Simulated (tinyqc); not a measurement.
Changing the photon flux entering: surface photovoltage measurement of the minority-carrier diffusion length in a wafer. Computed by tinyqc, a small Python program. Command: `OMP_NUM_THREADS=1 python tinyqc.py 3130030 3130031 out.jsonl spv sweep`. One thread of a shared host (Intel(R) Xeon(R) Processor @ 2.30GHz), about 0.02 s of CPU time with the checks.

Low injection, steady light, a depletion layer much thinner than 1/alpha and L. The excess density dn is taken at the front edge of the neutral region; light that reaches the back is lost.

Inputs (values chosen for the exercise, modelled on p-type silicon at room temperature): diffusion length L = 170 micrometre; wafer thickness W = 300 micrometre; diffusivity D = 33.8 cm^2/s; front recombination velocity S_f = 780 cm/s; back recombination velocity S_b = 330 cm/s; minority density at the surface barrier scale n_0 = 1e+08 1/cm^3; temperature T = 298 K; wavelength = 843 nm.

Constants: k_B = 8.617333262e-05 eV/K.

Method:
- alpha = (84.732/lambda - 76.417)^2 per cm with lambda in micrometre (an empirical fit for silicon between 0.7 and 1.05 micrometre).
- Thick wafer: dn = Phi L/((S_f + D/L)(L + 1/alpha)). Finite wafer, with s = S_b L/D, w = W/L, a = alpha L: dn = [Phi a/(a^2 - 1)] [a - B - exp(-alpha W)(a - s)/(cosh w + s sinh w)]/(S_f + B D/L), B = (sinh w + s cosh w)/(cosh w + s sinh w).
- Photovoltage V = (k_B T/e) ln(1 + dn/n_0). Lifetime = L^2/D.

One run for each value:
```
photon flux entering (1/(cm^2 s))  photovoltage V (mV)  dn, finite wafer (1/cm^3)
1.00e+10                                     8.575e-01                  3.395e+06
1.00e+11                                     7.507e+00                  3.395e+07
1.00e+12                                     3.802e+01                  3.395e+08
1.00e+13                                     9.127e+01                  3.395e+09
1.00e+14                                     1.497e+02                  3.395e+10
1.00e+15                                     2.088e+02                  3.395e+11
1.00e+16                                     2.679e+02                  3.395e+12
```

What does the table show?

Over the rows, photovoltage V (mV) rises from 0.857 to 268 (exponent d ln y / d ln x 0.94 between the first rows and 0.11 between the last); dn, finite wafer (1/cm^3) rises from 3.40e6 to 3.40e12 (exponent d ln y / d ln x about 1.0 throughout).

Caution (rows 1.00e11, 1.00e12, 1.00e13, 1.00e14, 1.00e15, 1.00e16): dn is not small against n_0, so V is not linear in the flux; the constant-flux reading then needs dn, not V.

Extremes, crossings and ranges named in words are read from the listed rows.
